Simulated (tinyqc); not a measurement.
A log to judge: Landau-Devonshire theory of a uniaxial ferroelectric. Computed by tinyqc. Command: `OMP_NUM_THREADS=1 python tinyqc.py 3015624 3015625 out.jsonl ferro walk`. One thread of a shared host (Intel(R) Xeon(R) Processor @ 2.30GHz), about 0.01 s of CPU time with the checks.

G(P) = (alpha/2) P^2 + (beta*/4) P^4 + (gamma/6) P^6 - E P per volume, SI units, one domain, P along the polar axis, which is normal to the film.

Inputs (values chosen for the exercise, for a model ferroelectric): alpha_0 = 2.26e+06 J m/(C^2 K); Curie-Weiss temperature T0 = 480 K; beta = 4.75e+08 J m^5/C^4; gamma = 5.46e+09 J m^9/C^6; temperature T = 289 K; misfit strain u_m = -0.019; electrostriction Q12 = -0.04 m^4/C^2; compliance s11 + s12 = 4.5e-12 m^2/N; applied field E = 3 MV/m; start of Newton steps P0/Ps = 0.35.

Sample: epitaxial film.

Constants: eps_0 = 8.8541878128e-12 F/m.

Method:
- alpha = alpha_0 (T - T0*), with clamping: T0* = T0 + 4 Q12 u_m/(alpha_0 (s11 + s12)), beta* = beta + 4 Q12^2/(s11 + s12).
- Ps^2 = [-beta* + sqrt(beta*^2 - 4 alpha gamma)]/(2 gamma).
- chi = 1/(eps_0 G''), G'' = alpha + 3 beta* P^2 + 5 gamma P^4 at Ps. Ps, chi and the coercive field are for perfect screening, without a depolarising field. The intrinsic coercive field is |alpha P + beta* P^3 + gamma P^5| at the P_c where G'' = 0. 1 C/m^2 = 100 microcoulomb/cm^2.
- Solve G'(P) = alpha P + beta* P^3 + gamma P^5 - E = 0 by P(new) = P - G'/G'' from P0; stop when the step is below 1e-11 C/m^2 (G' under 1e-6 MV/m is shown as 0).

Newton steps:
```
step  P (microcoulomb/cm^2)     G' (MV/m)  G'' (MJ m/C^2)
1                   19.4536  -2.02905e+02         -852.72
2                   -4.3414   4.49125e+01        -1096.39
3                   -0.2450  -2.87358e-01        -1107.18
4                   -0.2710             0        -1107.17
5                   -0.2710             0        -1107.17
```

Can the last value be used, and what does the course show?

No. The steps end on a root with G'' < 0, the maximum of G between the wells: the start lay inside P_c, where the curvature is negative. Reruns converge with start of Newton steps P0/Ps = 1.0; or with start of Newton steps P0/Ps = 2.0.
